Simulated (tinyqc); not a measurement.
Metal-induced gap states at the contact of a metal chain and a two-band chain: sweeps and comparisons. A value that a table varies takes the place of the one given here.

The semiconductor alternates sites A at -Eg/2 and C at +Eg/2 with hopping -t; the gap runs from -Eg/2 to Eg/2. In the gap cosh(q a) = 1 + (Eg^2/4 - E^2)/(2 t^2) and the amplitude changes by -exp(-q a) a period. The metal has site energy 0 and hopping -tm; its end site has g_m = (E - i sqrt(4 tm^2 - E^2))/(2 tm^2). Sites 1, 2, ... count into the semiconductor, with energies e1, e2 alternating. The clean half chain has g1 = 1/(E - e1 - t^2 g2), g2 = 1/(E - e2 - t^2 g1), decaying root. With the contact G11 = 1/(1/g1 - tc^2 g_m), and the density on site j is -Im G_jj/pi = |psi_j/psi_1|^2 (-Im G11/pi), per spin, with psi_2/psi_1 = -t g2, psi_3/psi_2 = -t g1.

Constants: e^2/(4 pi eps0) = 14.39964547 eV angstrom.

Inputs chosen for the exercise (gap and optical dielectric constant near those of SiC; the chain itself is a model; not measured data):

| symbol | value | unit | meaning |
|---|---|---|---|
| Eg | 3.1 | eV | gap |
| t | 2.49 | eV | hopping in the semiconductor |
| tm | 2.33 | eV | hopping in the metal |
| tc | 1.21 | eV | hopping across the contact |
| end | A |  | site that touches the metal |
| a | 3.08 | angstrom | period (two sites); one chain for each area a^2 |
| eps | 6.5 |  | dielectric constant |
| E | 0.84 | eV | energy from mid-gap |

## Across the gap

E = f Eg. Share on C: the part of the summed density that lies on C sites, whose orbitals make the conduction edge.

Gap states:

| f | E (eV) | xi = 1/(2q) (angstrom) | D1 (1/eV) | D2 (1/eV) | sum (1/eV) | share on C |
|---|---|---|---|---|---|---|
| -0.48 | -1.488 | 8.85 | 0.2703 | 0.0046 | 0.9352 | 0.017 |
| -0.40 | -1.240 | 4.15 | 0.1116 | 0.0086 | 0.2292 | 0.071 |
| -0.30 | -0.930 | 3.12 | 0.0588 | 0.0090 | 0.1081 | 0.132 |
| -0.15 | -0.465 | 2.63 | 0.0297 | 0.0089 | 0.0560 | 0.231 |
| 0.00 | 0.000 | 2.51 | 0.0169 | 0.0092 | 0.0369 | 0.351 |
| 0.15 | 0.465 | 2.63 | 0.0097 | 0.0100 | 0.0286 | 0.508 |
| 0.30 | 0.930 | 3.12 | 0.0050 | 0.0122 | 0.0273 | 0.710 |
| 0.40 | 1.240 | 4.15 | 0.0025 | 0.0153 | 0.0339 | 0.861 |
| 0.48 | 1.488 | 8.85 | 0.0005 | 0.0220 | 0.0767 | 0.976 |

The decay length xi of the density is shortest at mid-gap, 2.51 angstrom, and grows to 8.8 near the edges. The summed density is least at f = 0.3 (0.0273) and largest at f = -0.48 (0.9352 1/eV). The share on C goes from 0.02 to 0.98 and passes one half near f = +0.142, a point that depends on which site ends the chain. The states turn from valence-like to conduction-like across the gap; the branch point, where the decay is fastest, lies at mid-gap in this symmetric chain and is the usual estimate of the neutrality level.

## Wider gaps pin less

E = 0; Eg is varied and eps follows 1 + (eps0 - 1)(Eg0/Eg), with the given Eg and eps as Eg0 and eps0. xi = 1/(2q), N = 2 (summed density)/a^2, S = 1/(1 + 4 pi e^2 N xi/eps).

Against the gap:

| Eg (eV) | eps | xi (angstrom) | summed density (1/eV) | S | S at fixed eps |
|---|---|---|---|---|---|
| 0.50 | 35.10 | 15.34 | 0.2889 | 0.172 | 0.037 |
| 0.75 | 23.73 | 10.24 | 0.1884 | 0.244 | 0.081 |
| 1.10 | 16.50 | 6.99 | 0.1245 | 0.332 | 0.164 |
| 1.50 | 12.37 | 5.13 | 0.0880 | 0.418 | 0.274 |
| 2.30 | 8.41 | 3.36 | 0.0534 | 0.551 | 0.487 |
| 3.40 | 6.01 | 2.30 | 0.0327 | 0.677 | 0.694 |
| 5.50 | 4.10 | 1.46 | 0.0169 | 0.814 | 0.874 |
| 9.00 | 2.89 | 0.95 | 0.0078 | 0.911 | 0.958 |

From Eg = 0.5 to 9 eV xi falls by a factor 16.2 and the summed density by 36.9, so at fixed eps S rises from 0.04 to 0.96. The weaker screening of wide-gap solids works against this: with it S goes from 0.17 to 0.91.

## Weakening the contact bond

At the given E, tc is varied, as by a thin spacer. xi = 1/(2q), N = 2 (summed density)/a^2, S = 1/(1 + 4 pi e^2 N xi/eps) with xi and eps kept.

Against tc:

| tc (eV) | D1 (1/eV) | summed density (1/eV) | S |
|---|---|---|---|
| 0.10 | 0.00004 | 0.00018 | 0.9969 |
| 0.25 | 0.00024 | 0.00112 | 0.9808 |
| 0.50 | 0.00097 | 0.00450 | 0.9271 |
| 0.80 | 0.00249 | 0.01162 | 0.8312 |
| 1.20 | 0.00568 | 0.02648 | 0.6837 |
| 1.80 | 0.01281 | 0.05975 | 0.4893 |
| 2.50 | 0.02302 | 0.10735 | 0.3478 |
| 3.50 | 0.03200 | 0.14924 | 0.2772 |

For a weak bond the density goes as tc^2 (ratio 6.26 between 0.25 and 0.1 eV, against 6.25). It is largest at tc = 3.5 eV among these rows, the end of the table; the peak may lie just before or beyond it. S is 0.997 at 0.1 eV and has its least value, 0.277, in that row.

## What each parameter does

xi = 1/(2q), summed density, and S = 1/(1 + 4 pi e^2 N xi/eps), N = 2 (summed density)/a^2. Each row changes one parameter from the base and keeps the others.

Results:

| case | xi (angstrom) | summed density (1/eV) | S |
|---|---|---|---|
| base | 2.977 | 0.02693 | 0.6800 |
| Eg = 3.41 eV | 2.622 | 0.02350 | 0.7344 |
| t = 2.739 eV | 3.268 | 0.02537 | 0.6727 |
| tm = 2.563 eV | 2.977 | 0.02444 | 0.7008 |
| tc = 1.331 eV | 2.977 | 0.03268 | 0.6365 |
| eps = 7.15 | 2.977 | 0.02693 | 0.7004 |
| end = C | 2.977 | 0.09251 | 0.3822 |

The largest shifts from the base row, up to three for each result and ties (the steps differ in size, so this ranks the rows, not the parameters). xi (angstrom): Eg -0.355, t +0.291; unchanged at the printed digits by tm, tc, eps and end. summed density (1/eV): end +0.06558, tc +0.00575, Eg -0.00343; unchanged at the printed digits by eps. S: end -0.2978, Eg +0.0544, tc -0.0435. The decay length belongs to the semiconductor alone; the metal and the contact set only the amplitude.

tinyqc: `OMP_NUM_THREADS=1 python tinyqc.py 1482044 1482045 out.jsonl`; about 0.01 s, one thread, shared Intel(R) Xeon(R) Processor @ 2.30GHz.
